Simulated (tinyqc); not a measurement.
# Minority carriers and saturation current of a heavily doped emitter: what changes with what

n-type, parabolic bands, full ionisation. eta = (EF - Ec)/kB T solves N = Nc F12(eta), F12(x) = (2/sqrt(pi)) int_0^infinity sqrt(u)/(1 + exp(u - x)) du. The gap shrinks rigidly by dEg = a3 y^(1/3) + a4 y^(1/4) + a2 y^(1/2), y = N/1e18 cm^-3, an empirical law that is here taken as the true narrowing.

Values chosen for this exercise; band and dielectric values close to those of silicon:
- T = 300 K (temperature)
- Eg = 1.11 eV (band gap)
- Nc = 2.77e19 cm^-3 (conduction-band density of states at 300 K)
- Nv = 2.61e19 cm^-3 (valence-band density of states at 300 K)
- N = 6.9e19 cm^-3 (ionised donor density)
- a3 = 9.6 meV (coefficient of (N/1e18)^(1/3))
- a4 = 9.2 meV (coefficient of (N/1e18)^(1/4))
- a2 = 3 meV (coefficient of (N/1e18)^(1/2))
- mup = 130 cm^2/(V s) (minority-hole mobility)
- Cn = 2.8e-31 cm^6/s (Auger coefficient)
- ts = 2.8 us (defect lifetime)
- W = 780 nm (emitter width)

Constants: q = 1.602176634e-19 C, kB = 1.380649e-23 J/K, Vt = kB T/q. Results are converted to the units shown.

Each table varies one quantity; the others keep the values above.

## Approximations to the Fermi level

With u = N/Nc: Boltzmann ln u; Joyce-Dixon ln u + 0.353553 u - 4.95009e-3 u^2 + 1.48386e-4 u^3 - 4.42563e-6 u^4; degenerate limit (3 sqrt(pi) u/4)^(2/3). The Einstein ratio is D/(mu Vt) = F12/Fm, Fm(x) = dF12/dx = (1/sqrt(pi)) int_0^infinity u^(-1/2)/(1 + exp(u - x)) du.

Results:
```
N (cm^-3)     N/Nc      eta  Boltzmann  Joyce-Dixon  degenerate  D/(mu Vt)
1.2e18     0.04332   -3.124     -3.139       -3.124      0.1491      1.015
2.7e18     0.09747   -2.294     -2.328       -2.294      0.2561      1.034
1.5e19      0.5415  -0.4234    -0.6134      -0.4234      0.8032      1.189
3.5e19       1.264   0.6730     0.2339       0.6730       1.413      1.432
8.3e19       2.996    2.116      1.097        2.116       2.513      1.981
2e20         7.220    4.317      1.977        4.315       4.516      3.165
4.6e20       16.61    7.762      2.810        7.659       7.869      5.322
1.1e21       39.71    14.01      3.682        8.202       14.07      9.421
```

Estimate the missing row, N = 6.4e18 cm^-3.

Computed row:
```
N (cm^-3)    N/Nc     eta  Boltzmann  Joyce-Dixon  degenerate  D/(mu Vt)
6.4e18     0.2310  -1.384     -1.465       -1.384      0.4552      1.081
```

With this row back in the table: Boltzmann is within 0.1 of eta up to N/Nc = 0.23, Joyce-Dixon within 0.01 up to 7.2, and the degenerate limit is off by 0.059 in the last row. The Einstein ratio rises from 1.02 to 9.42: degenerate carriers diffuse faster for the same mobility.

## Effect of the contact

ni = sqrt(Nc Nv) exp(-Eg/(2 Vt)), Eg in volts; degeneracy factor g = F12(eta) exp(-eta); nie^2 = ni^2 exp(dEg/kB T) g, p0 = nie^2/N; apparent narrowing dEg + kB T ln g. 1/tau = Cn N^2 + 1/ts, D = mup Vt, L = sqrt(D tau); J0 = (q p0 D/L)(s + tanh(W/L))/(1 + s tanh(W/L)), s = S L/D; the share recombining inside is 1 - 1/[cosh(W/L)(1 + tanh(W/L)/s)].

Result of one run:
```
S (cm/s)  J0 (fA/cm^2)  share inside (%)
8.8e6            395.6             59.80
```

What becomes of these results when the recombination velocity at the contact S is changed from 8.8e6 to 1500 cm/s, all else the same?

Result of the changed run:
```
S (cm/s)  J0 (fA/cm^2)  share inside (%)
1500             332.5             99.03
```

The whole series:
```
S (cm/s)  J0 (fA/cm^2)  share inside (%)
80               331.3             99.95
340              331.5             99.78
1500             332.5             99.03
6200             336.3             96.28
26000            348.2             87.93
1.1e5            370.2             73.99
4.8e5            387.6             64.10
2.1e6            394.0             60.66
8.8e6            395.6             59.80
```

J0 rises from 331 to 396 fA/cm^2, between the limits q p0 (D/L) tanh(W/L) = 331 and q p0 (D/L) coth(W/L) = 396; W/L = 1.6, so passivating the contact can gain at most a factor of 1.20.

Range of the model: Band tails, non-parabolic bands and incomplete ionisation are left out.

Numbers from tinyqc (`OMP_NUM_THREADS=1 python tinyqc.py 2330102 2330103 out.jsonl`; about 0.01 s on one thread of a shared Intel Xeon 2.30GHz).
